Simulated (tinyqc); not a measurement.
Thermal and gravitational stress in a wafer during furnace and rapid thermal processing, and the onset of slip: one step, computed by the program tinyqc. Command: `OMP_NUM_THREADS=1 python tinyqc.py 3017323 3017324 out.jsonl slip walk`. One thread of a shared host (Intel(R) Xeon(R) Processor @ 2.30GHz), about 0.01 s of CPU time with the checks.

A thin free disc in plane stress, isotropic; T(r) = T_centre + dT (r/R)^n. Stress is positive in tension; sigma_SB = 5.670374419e-8 W/(m^2 K^4), g = 9.80665 m/s^2.

Question. Slip criterion. With x = r/R: s_rr = alpha E dT (1 - x^n)/(n + 2), s_tt = alpha E dT [1 - (n + 1) x^n]/(n + 2). Critical resolved stress tau_c = A exp(U/(k_B T)), a form chosen for the exercise; slip when 0.492799 |s_tt(R)| > tau_c; allowed |dT| = tau_c (n + 2)/(0.492799 n alpha E).

Inputs (values chosen for the exercise, modelled on silicon):

| quantity | value | unit |
|---|---|---|
| Young's modulus E | 154 | GPa |
| expansion alpha | 4.28 | 1e-6/K |
| edge less centre temperature dT | -29 | K |
| exponent n of the profile | 16 | - |
| temperature T | 1200 | K |
| prefactor A of the critical stress | 0.00021 | MPa |
| energy U of the critical stress | 1.05 | eV |

Temperature profile: edge zone, power law.

hoop stress at the edge = 16.99065 MPa

Constants: k_B = 8.617333262e-05 eV/K.

Give: critical stress tau_c; resolved over critical stress; allowed |dT|.

Answer.

critical stress tau_c = 5.395 MPa

resolved over critical stress = 1.552

allowed |dT| = 18.69 K

Slip is expected.
